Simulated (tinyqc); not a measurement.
Inside a calculation. Method: FCI on RHF in the 3-21g basis, for H-, spin multiplicity 1. The basis has no diffuse functions, so it cannot describe the extra electron: this is an exercise in the method, not the real anion. One step of it, computed by the program tinyqc.

Problem. Iteration 4 (converged): orbitals. Diagonalise F' = X^T F X, C = X C', fill 1 alpha and 1 beta electrons from the bottom; D = 2 C_occ C_occ^T. Each column has its largest component positive (the first on a tie).

converged F (hartree):
```
           1H 1s      1H 2s
1H 1s   0.754879  -0.113830
1H 2s  -0.113830   0.116972
```

X:
```
               1         2
1H 1s   1.188287  0.551167
1H 2s  -1.188287  0.551167
```

Give: F' = X^T F X; orbital energies; coefficients C; D after iteration 4.

Solution.

F' = X^T F X (hartree):
```
       1      2
1  1.553  0.418
2  0.418  0.196
```

orbital energies (hartree): MO1 0.077, MO2 1.671

coefficients C:
```
         MO1     MO2
1H 1s  0.207   1.294
1H 2s  0.854  -0.993
```

D after iteration 4:
```
       1H 1s  1H 2s
1H 1s  0.085  0.353
1H 2s  0.353  1.459
```
